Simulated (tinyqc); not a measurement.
MESFET, gradual channel with velocity saturation: one step of the calculation.

A uniformly doped n-type channel, depleted from the top by a Schottky gate; at channel potential V the depleted share of a is u = sqrt((Vbi - Vg + V)/Vp), s at the source. Electrons drift with v = mu E/(1 + mu E/vsat). Abrupt depletion edge, no series resistance, source at 0.

Task. The saturation point by Newton steps. a is the channel (half-)thickness, Vp its pinch-off voltage and Z = mu Vp/(vsat L); an iterate with u > 1 is an overshoot, not a physical state. f = (1 - u)(1 + Z (u^2 - s^2)) - Z F/3, F = 3 (u^2 - s^2) - 2 (u^3 - s^3); f' = -(1 + Z (u^2 - s^2)); u(new) = u - f/f'.

u at the start = 0.77
Z = 48.121473
s = 0.54192868

Wanted: f; f'; u after iteration 1.

Result.

f = -1.3168
f' = -15.399
u after iteration 1 = 0.68449

Numbers from tinyqc (`OMP_NUM_THREADS=1 python tinyqc.py 2500054 2500055 out.jsonl`; about 0.04 s on one thread of a shared Intel Xeon 2.30GHz).
